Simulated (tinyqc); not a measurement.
Inside a calculation: six-band Luttinger-Kohn model with strain. Values are carried at full precision from step to step, so a last printed digit may differ when a step is redone from the rounded ones.

Constants: hbar^2/2m0 = 3.80998211 eV angstrom^2.

Parameters, chosen for this exercise (near those of GaP; not measured data): C11 = 139.6 GPa; C12 = 61.7 GPa; C44 = 69.9 GPa; load = uniaxial [100] (kind of stress); X = 1.86 GPa (stress); Dso = 0.079 eV (spin-orbit splitting); g1 = 4.05 (Luttinger gamma1); g2 = 0.49 (gamma2); g3 = 1.25 (gamma3); av = 1.69 eV (valence hydrostatic potential); b = -1.6 eV (tetragonal shear potential); d = -4.6 eV (trigonal shear potential); k = (0.044, 0.005, 0.058) 1/angstrom (wave vector); kmax = 0.08 1/angstrom (end of the path).

## Strain from a uniaxial [100] stress

s11 = (C11 + C12)/((C11 - C12)(C11 + 2 C12)), s12 = -C12/((C11 - C12)(C11 + 2 C12)), s44 = 1/C44; exx = s11 sxx + s12 (syy + szz) and cyclic, exy = s44 sxy/2; tension is positive. A uniaxial stress X along the unit vector n is s_ij = X n_i n_j.

s11, s12, s44 (1/TPa): 9.8254  -3.0116  14.3062

strain tensor:
```
          x          y          z
x  0.018275   0.000000   0.000000
y  0.000000  -0.005602   0.000000
z  0.000000   0.000000  -0.005602
```

The volume changes by +0.707 %; there is no shear in the cubic axes, so d does not enter.

## The terms P, Q, R, S at one k

P = c g1 k^2 - av tr(e); Q = c g2 (kx^2 + ky^2 - 2 kz^2) - (b/2)(exx + eyy - 2 ezz); R = c sqrt3 [-g2 (kx^2 - ky^2) + 2i g3 kx ky] + (sqrt3/2) b (exx - eyy) - i d exy; S = 2 c sqrt3 g3 (kx - i ky) kz - d (exz - i eyz); c = hbar^2/2m0, e the strain tensor (not engineering shear).

Form the four terms.

Terms (eV):

| term | from k | from strain |
|---|---|---|
| P | 0.08217 | -0.01195 |
| Q | -0.00890 | 0.01910 |
| R | -0.00618+0.00363i | -0.03308 |
| S | 0.04210-0.00478i | 0.00000 |

## The Hamiltonian

Six-band Luttinger-Kohn model in the basis |3/2,3/2>, |3/2,1/2>, |3/2,-1/2>, |3/2,-3/2>, |1/2,1/2>, |1/2,-1/2>, electron energies, zero at the top of the unstrained valence band. H = -[rows: (P+Q, -S, R, 0, -S/r2, r2 R); (-S*, P-Q, 0, R, -r2 Q, r32 S); (R*, 0, P-Q, S, r32 S*, r2 Q); (0, R*, S*, P+Q, -r2 R*, -S*/r2); (-S*/r2, -r2 Q, r32 S, -r2 R, P+Dso, 0); (r2 R*, r32 S*, r2 Q, -S/r2, 0, P+Dso)], r2 = sqrt(2), r32 = sqrt(3/2). Levels are twofold.

Each term is the sum of its two parts.

H(k) (eV), lower triangle (Hermitian):
```
                 3/2,3/2          3/2,1/2         3/2,-1/2         3/2,-3/2  1/2,1/2  1/2,-1/2
3/2,3/2          -0.0804
3/2,1/2   0.0421+0.0048i          -0.0600
3/2,-1/2  0.0393+0.0036i                0          -0.0600
3/2,-3/2               0   0.0393+0.0036i  -0.0421-0.0048i          -0.0804
1/2,1/2   0.0298+0.0034i           0.0144  -0.0516+0.0059i  -0.0555+0.0051i  -0.1492
1/2,-1/2  0.0555+0.0051i  -0.0516-0.0059i          -0.0144   0.0298-0.0034i        0   -0.1492
```

## Levels and their make-up

Diagonalise H. The weights add +m and -m and are averaged over each pair; m is taken along z.

levels from the top, each twofold (eV): -0.0111  -0.0558  -0.2227

weights:
```
               top  second  third
|3/2,+-3/2>  0.407   0.336  0.257
|3/2,+-1/2>  0.588   0.229  0.183
|1/2,+-1/2>  0.004   0.435  0.561
```

The top pair is 59 % |3/2,+-1/2>, the second pair is 43 % |1/2,+-1/2> and the third pair is 56 % |1/2,+-1/2>.

## Band edges at k = 0
Diagonalise H at k = 0. The weights add +m and -m (m along z) and are averaged over each pair.

edges from the top (eV): 0.0502  0.0111  -0.1044

weights at k = 0:
```
               top  second  third
|3/2,+-3/2>  0.250   0.507  0.243
|3/2,+-1/2>  0.750   0.169  0.081
|1/2,+-1/2>  0.000   0.323  0.677
```

The stress splits the top two pairs by 39.1 meV, 1.51 times kT at 300 K (25.85 meV); the third lies 154.6 meV below the top, against Dso = 79 meV without stress.

## Polarisation of the edge transitions

In the basis X, Y, Z times spin, H(k = 0) has -Dso/3 + l exx + m (eyy + ezz) on the diagonal (cyclic) and n exy off it, l = av + 2 b, m = av - b, n = sqrt(3) d. Spin-orbit term (Dso/3) L.sigma on X, Y, Z with (L_k)_ij = -i epsilon_kij: <X+|H|Y+> = -i Dso/3, <X+|H|Z-> = Dso/3, <Y+|H|Z-> = -i Dso/3, <Z+|H|X-> = -Dso/3, <Z+|H|Y-> = i Dso/3, <X-|H|Y-> = i Dso/3, and their conjugates; + and - are the spin along z. The strength of a transition to an s-like conduction level for light polarised along the unit vector u is the weight of the orbital ux X + uy Y + uz Z in the valence state, summed over spin and averaged over the pair.

strain block of X, Y, Z (eV), lower triangle:
```
          X        Y        Z
X  -0.06445
Y         0  0.05015
Z         0        0  0.05015
```

Relative strengths:

| polarisation | top | second | third |
|---|---|---|---|
| [100] | 0.000 | 0.118 | 0.882 |
| [010] | 0.500 | 0.441 | 0.059 |
| [001] | 0.500 | 0.441 | 0.059 |
| [110] | 0.250 | 0.279 | 0.471 |
| [1-10] | 0.250 | 0.279 | 0.471 |
| [111] | 0.333 | 0.333 | 0.333 |

The top pair is strongest for light along [010] and [001] (0.500) and weakest along [100] (0.000); without strain every direction has 1/3 on average over the fourfold top. For each polarisation the three pairs add up to 1.

## Hole masses at the edges

Curvature at k = 0: m/m0 = -2 c h^2/(E(h u) + E(-h u) - 2 E(0)) with h = 0.0002 1/angstrom along the unit vector u.

Hole masses (m0):

| direction | top | second | third |
|---|---|---|---|
| [110] | 0.263 | 0.257 | 0.225 |
| [1-10] | 0.263 | 0.257 | 0.225 |
| [100] | 0.326 | 0.293 | 0.177 |
| [001] | 0.220 | 0.229 | 0.308 |

Of the directions listed, the top pair is lightest along [001] (0.220) and heaviest along [100] (0.326). These masses hold only for hole energies well below the splitting of 39 meV.

## Bands along [110] and [001]

Six points from 0 to kmax in each direction.

Levels (eV):

| direction | \|k\| (1/angstrom) | top | second | third | top, no stress | second, no stress |
|---|---|---|---|---|---|---|
| [110] | 0.000 | 0.0502 | 0.0111 | -0.1044 | 0.0000 | 0.0000 |
| [110] | 0.016 | 0.0465 | 0.0073 | -0.1088 | -0.0018 | -0.0060 |
| [110] | 0.032 | 0.0363 | -0.0035 | -0.1233 | -0.0068 | -0.0228 |
| [110] | 0.048 | 0.0212 | -0.0200 | -0.1510 | -0.0144 | -0.0466 |
| [110] | 0.064 | 0.0031 | -0.0401 | -0.1957 | -0.0236 | -0.0733 |
| [110] | 0.080 | -0.0162 | -0.0638 | -0.2594 | -0.0339 | -0.1026 |
| [001] | 0.000 | 0.0502 | 0.0111 | -0.1044 | 0.0000 | 0.0000 |
| [001] | 0.016 | 0.0458 | 0.0068 | -0.1076 | -0.0030 | -0.0049 |
| [001] | 0.032 | 0.0332 | -0.0066 | -0.1171 | -0.0120 | -0.0192 |
| [001] | 0.048 | 0.0139 | -0.0305 | -0.1332 | -0.0269 | -0.0421 |
| [001] | 0.064 | -0.0106 | -0.0659 | -0.1563 | -0.0479 | -0.0718 |
| [001] | 0.080 | -0.0399 | -0.1122 | -0.1873 | -0.0749 | -0.1066 |

## Checks

- Levels against the same model in the basis X, Y, Z times spin: they agree to 1e-10 or better.

tinyqc: `OMP_NUM_THREADS=1 python tinyqc.py 1081037 1081038 out.jsonl`; about 0.05 s, one thread, shared Intel(R) Xeon(R) Processor @ 2.30GHz.
